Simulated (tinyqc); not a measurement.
## Doping and voltage from widths and field

Problem. In the depletion approximation an abrupt p-n junction has a triangular field: peak E = q Nd xn/(eps0 eps_r) = q Na xp/(eps0 eps_r), W = xn + xp, and Vbi - V = E W/2. Find Nd, Na and Vbi - V.

Inputs (values chosen for the exercise):
```
symbol  value  unit                meaning
eps_r    9.53        relative permittivity
```

Constants: q = 1.602176634e-19 C, eps0 = 8.8541878128e-14 F/cm where lengths are in cm. Results are converted to the units shown.

W = 693.40832 nm
peak field = 92.170629 kV/cm
xn = 683.69978 nm

Solution. Gauss's law on each side gives its doping from the peak field and its width; the voltage is the area of the triangle.

Nd = 7.10e15 cm^-3
Na = 5.00e17 cm^-3
Vbi - V = 3.20 V

Computed by the program tinyqc: `OMP_NUM_THREADS=1 python tinyqc.py 2000078 2000079 out.jsonl`, one thread of a shared Intel Xeon 2.30GHz, about 0.03 s for the whole run.
